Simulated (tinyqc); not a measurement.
Inverse iteration on a symmetric matrix, step by step. Computed by tinyqc, a small Python program that keeps every step. Settings: method = inverse, shift = 1.3. Command: `OMP_NUM_THREADS=1 python tinyqc.py 21177 21178 out.jsonl` (the two numbers bound the seeds that draw the settings). One thread of a shared host (Intel(R) Xeon(R) Processor @ 2.60GHz), about 0.01 s of CPU time with the checks.

## Step 1

A, lower triangle:
```
        1        2       3       4       5
1  0.7540
2  0.0900   1.4980
3  0.6210  -0.2820  2.5430
4  0.6610  -0.1260  0.2520  3.5950
5  0.1140  -1.1200  0.2790  0.3760  3.7580
```

vector v at the start: 0.4472  0.4472  0.4472  0.4472  0.4472

shift = 1.3000

solve (A - shift) w = v; v' = w/|w| with its largest component positive (the first on a tie); lambda = v'^T A v'.

vector after step 1: 0.2364  0.8865  -0.0993  -0.1376  0.3598

Rayleigh quotient after step 1 = 1.0996

## Step 2

As before.

vector after step 2: 0.2609  0.8893  0.0230  -0.0749  0.3674

Rayleigh quotient after step 2 = 1.0665

## Course of the iteration

Stop when the residual |A v - lambda v| is below 1e-9.

Steps:
```
step    lambda  residual
1     1.099574  2.99e-01
2     1.066520  3.29e-02
3     1.066039  4.96e-03
4     1.066028  9.04e-04
5     1.066028  1.80e-04
6     1.066028  3.82e-05
7     1.066028  8.64e-06
8     1.066028  2.07e-06
9     1.066028  5.16e-07
10    1.066028  1.32e-07
11    1.066028  3.45e-08
12    1.066028  9.05e-09
13    1.066028  2.38e-09
14    1.066028  6.30e-10
```

all eigenvalues, for comparison: 0.4162  1.0660  2.5545  3.5328  4.5785

Converged in 14 steps.
